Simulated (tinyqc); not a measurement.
Conductance steps with and without the scatterer: conductance of a narrow metal strip with scatterers (square lattice, Green functions).

A strip of W sites across with hard walls, site energy 0 and hopping -t. Mode n = 1 to W has profile chi_n(j) = sqrt(2/(W + 1)) sin(n j pi/(W + 1)) and energy en = -2t cos(n pi/(W + 1)); E = en - 2t cos(kn a). With z_n = exp(i kn a) (Im k > 0 for closed modes, |z| < 1) each lead gives the self-energy -t z_n in mode n. One column carries the site energies v, here one foreign atom. In the mode basis V_nm = sum_j chi_n(j) v_j chi_m(j), G = (E - en + 2 t z_n - V)^-1, and t_nm = 2t sqrt(sin(kn a) sin(km a)) G_nm in size for open modes. T = sum |t_nm|^2, conductance (2e^2/h) T.

Inputs chosen for the exercise (out of a larger set: hopping and spacing of the size met in Cu or Al; the lattice is a model; not measured data): t = 1.8 eV (hopping); W = 3 (sites across); v = (0, 0, -4.2) eV (site energies in the scattering column).

E is varied across the lower half of the band.

Against energy:
```
E/t    E (eV)  open modes       T  reflected
-3.30  -5.940           1  0.1862     0.8138
-2.95  -5.310           1  0.3190     0.6810
-2.65  -4.770           1  0.1636     0.8364
-2.30  -4.140           1  0.3012     0.6988
-1.95  -3.510           2  1.0670     0.9330
-1.65  -2.970           2  1.2418     0.7582
-1.30  -2.340           2  1.2929     0.7071
-0.95  -1.710           2  1.2375     0.7625
-0.65  -1.170           2  1.0226     0.9774
-0.30  -0.540           3  2.3056     0.6944
0.05    0.090           3  2.3345     0.6655
```

What does the comparison show, and why?

The clean strip goes from 1 to 3 open modes. The reflected flux ranges from 0.666 (E/t = 0.05) to 0.977 (E/t = -0.65). A scatterer on one site acts on one combination of modes only, so it can reflect at most one unit.

tinyqc: `OMP_NUM_THREADS=1 python tinyqc.py 1451772 1451773 out.jsonl`; about 0.01 s, one thread, shared Intel(R) Xeon(R) Processor @ 2.30GHz.
